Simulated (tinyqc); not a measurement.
# Finite-size error of a charged defect in a periodic cell: Madelung and Makov-Payne terms, step by step

A worked calculation. Computed by tinyqc, a small Python program that keeps every step. Command: `OMP_NUM_THREADS=1 python tinyqc.py 3019431 3019432 out.jsonl imagecharge walk`. One thread of a shared host (Intel(R) Xeon(R) Processor @ 2.30GHz), about 0.04 s of CPU time with the checks. Intermediate numbers are printed to about 7 digits and carried at full precision; extremes and crossings named in words are read from the listed rows.

L is the cube root of the cell volume. The defect charge is a Gaussian, rho(r) = q (2 pi sigma^2)^(-3/2) exp(-r^2/2 sigma^2), repeated periodically in a uniform neutralising background and screened by a continuum. The model cell energy is E(L) = E_0 + [periodic - isolated electrostatic energy].

Inputs (values chosen for the exercise, with screening close to that of GaP):
```
quantity                                     value      unit
charge q                                         3         e
cell length L                                 14.7  angstrom
dielectric constant eps                       11.4         -
width sigma of the defect charge               1.2  angstrom
formation energy of the isolated defect E_0  4.372        eV
```

Supercell lattice: bcc. Screening: isotropic.

scatter added to the six cells, standing for numerical noise (meV): 0.59  -1.8  -2.9  -2.4  2.5  2.4

Constants: e^2/(4 pi eps_0) = 14.39964548 eV angstrom.

## The cell

Cell vectors: (-1,1,1), (1,-1,1), (1,1,-1), scaled to volume L^3.

cell vectors (rows) (angstrom):
```
           1          2          3
1  -9.260420   9.260420   9.260420
2   9.260420  -9.260420   9.260420
3   9.260420   9.260420  -9.260420
```

nearest image = 16.03952 angstrom

## Madelung energy

Ewald sum for a unit point charge: scale each Cartesian component of the cell by 1/sqrt(eps_i), giving R', G' and V'; E = [ (1/2) sum erfc(eta R')/R' + (2 pi/V') sum exp(-G'^2/4 eta^2)/G'^2 - eta/sqrt(pi) - pi/(2 V' eta^2) ] e^2/(4 pi eps_0) / sqrt(eps_x eps_y eps_z), over n_i = -6..6, omitting n = (0,0,0), eta = 2/V'^(1/3). alpha = -2 E eps_g L/(e^2/(4 pi eps_0)), eps_g = (eps_x eps_y eps_z)^(1/3).

terms for a unit charge (eV): real space 0.00071367, reciprocal 0.00588960, self -0.09695823, background -0.03374345

Madelung constant alpha = 2.888462

point-charge correction -q^2 E = 1.116886 eV

## Energy of the smeared charge in the cell

Periodic energy of the Gaussian: (2 pi q^2/V) sum_(G != 0) exp(-sigma^2 G^2)/(G.eps.G) x e^2/(4 pi eps_0), n_i = -k..k with k = max(9, L/sigma rounded up). Isolated energy: q^2/(2 sqrt(pi) sigma) <1/(n.eps.n)> e^2/(4 pi eps_0), the mean over directions n, here 1/eps.

periodic energy = 1.587906 eV

isolated energy = 2.672411 eV

finite-size error = -1.084505 eV

E(L) = 3.287495 eV

## Makov-Payne correction

Second radial moment Q = q <r^2> = 3 q sigma^2; E(corrected) = E(L) + q^2 alpha e^2/(4 pi eps_0)/(2 eps L) - 2 pi q Q e^2/(4 pi eps_0)/(3 eps L^3). Errors left are the corrected energies less E_0.

Q = 12.96 e angstrom^2

third-order term = -0.03238022 eV

error left after the first term = 0.03238022 eV

error left after both terms = 0 eV

third-order over first-order term, in size = 0.02899153

The point-charge term alone overcorrects by 0.0324 eV, 3 % of itself; both terms together are exact to 1e-7 eV, since the clouds do not overlap.

## A series of cells

Cells of the same shape with L scaled by 0.7, 0.85, 1, 1.25, 1.5 and 2; the scatter is added to E(L). The point-charge correction scales as 1/L from its value at the input L.

Scaling data:
```
L (angstrom)  1/L (1/angstrom)  E(L) (eV)  E(L) + point-charge correction (eV)
10.290              0.09718173   2.871442                             4.466993
12.495              0.08003201   3.108943                             4.422926
14.700              0.06802721   3.284595                             4.401480
18.375              0.05442177   3.492670                             4.386179
22.050              0.04535147   3.639504                             4.384094
29.400              0.03401361   3.820005                             4.378448
```

## Ways to reach the isolated limit

Least-squares fits of E(L) to a + b/L, a + c/L^3 or a + b/L + c/L^3; the estimate is a, and errors are against E_0.

Estimates of E_0:
```
way                              estimate (eV)  error (meV)
largest cell, uncorrected             3.820005    -551.9953
largest cell, point-charge term       4.378448       6.4475
1/L fit, three smallest               4.244968    -127.0319
1/L fit, all six                      4.320285     -51.7151
1/L^3 fit, all six                    3.713818    -658.1816
1/L and 1/L^3, three smallest         4.368248      -3.7521
1/L and 1/L^3, all six                4.385858      13.8578
corrected data, 1/L^3 fit             4.372232       0.2321
```

coefficient b of the full fit = -16.75799 eV angstrom

Best here: corrected data, 1/L^3 fit (+0.2 meV); worst: 1/L^3 fit, all six (-658 meV). The fitted b is 102.1 % of the Madelung value -q^2 alpha e^2/(8 pi eps_0 eps_g), so such a fit also measures the screening. A pure 1/L fit lands below E_0, because the positive 1/L^3 term flattens the small-cell points.

Checks made by the program: the same sum with another eta (relative difference below 1e-10); both terms against the exact model when the clouds do not overlap (relative difference below 1e-10).
